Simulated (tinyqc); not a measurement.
Quasiparticle equation with a plasmon-pole self-energy for two band edges: one step. All solutions for the valence state. Four cases, with inputs chosen for the exercise.

Task: Multiplying out gives a cubic; give its three roots and their weights Z.

For each edge E = e + X + Sc(E), with the correlation part Sc(E) = A[0]/(E - a + w) + A[1]/(E - b - w); a and b are the valence and conduction energies that enter the Green function (a = ev, b = ec in the one-shot scheme). Z = 1/(1 - dSc/dE), dSc/dE = -A[0]/(E - a + w)^2 - A[1]/(E - b - w)^2.

Give: roots; weights.

Case 1.

Values chosen (scales of the order of those of GaN; shifted at random, so the results belong to these values and not to a real crystal): ev = 0 eV (mean-field valence top); ec = 1.86 eV (mean-field conduction edge); w = 17 eV (pole energy); Av = (39.1, 16) eV^2 (weights of the valence state on the hole and electron poles); Ac = (13.8, 34.1) eV^2 (the same for the conduction state); Xv = -2.57 eV (exchange minus the mean-field potential, valence); Xc = 2.23 eV (the same, conduction).

Result:

roots (eV): -19.385  -0.943  19.618

weights: 0.1268  0.8386  0.0346

The weights add up to 1. The satellite below lies 18.44 eV from the main peak, 8 % more than w: this scheme places plasmon satellites too far out, and gives one where a cumulant form gives a series.

Case 2.

Values chosen (scales of the order of those of Si; shifted at random, so the results belong to these values and not to a real crystal): ev = 0 eV (mean-field valence top); ec = 0.61 eV (mean-field conduction edge); w = 14.5 eV (pole energy); Av = (28.2, 18.5) eV^2 (weights of the valence state on the hole and electron poles); Ac = (12, 29.5) eV^2 (the same for the conduction state); Xv = -1.15 eV (exchange minus the mean-field potential, valence); Xc = 1.5 eV (the same, conduction).

Result:

roots (eV): -16.420  -0.353  16.234

weights: 0.1154  0.8208  0.0638

The weights add up to 1. The satellite below lies 16.07 eV from the main peak, 11 % more than w: this scheme places plasmon satellites too far out, and gives one where a cumulant form gives a series.

Case 3.

Values chosen (scales of the order of those of SiC; shifted at random, so the results belong to these values and not to a real crystal): ev = 0 eV (mean-field valence top); ec = 2.26 eV (mean-field conduction edge); w = 21.2 eV (pole energy); Av = (94.4, 40.4) eV^2 (weights of the valence state on the hole and electron poles); Ac = (58.4, 106.4) eV^2 (the same for the conduction state); Xv = -3.31 eV (exchange minus the mean-field potential, valence); Xc = 3.23 eV (the same, conduction).

Result:

roots (eV): -25.598  -0.450  24.998

weights: 0.1696  0.7752  0.0552

The weights add up to 1. The satellite below lies 25.15 eV from the main peak, 19 % more than w: this scheme places plasmon satellites too far out, and gives one where a cumulant form gives a series.

Case 4.

Values chosen (scales of the order of those of diamond; shifted at random, so the results belong to these values and not to a real crystal): ev = 0 eV (mean-field valence top); ec = 4.35 eV (mean-field conduction edge); w = 27 eV (pole energy); Av = (101.5, 49.3) eV^2 (weights of the valence state on the hole and electron poles); Ac = (47.8, 106) eV^2 (the same for the conduction state); Xv = -2.79 eV (exchange minus the mean-field potential, valence); Xc = 3.08 eV (the same, conduction).

Result:

roots (eV): -30.738  -0.506  32.804

weights: 0.1208  0.8381  0.0411

The weights add up to 1. The satellite below lies 30.23 eV from the main peak, 12 % more than w: this scheme places plasmon satellites too far out, and gives one where a cumulant form gives a series.

Computed by tinyqc, one run a case: `OMP_NUM_THREADS=1 python tinyqc.py N N+1 out.jsonl` with N = 1850209, 1850226, 1850334, 1850451; one thread of a shared Intel(R) Xeon(R) Processor @ 2.30GHz, about 0.03 s a run at most.
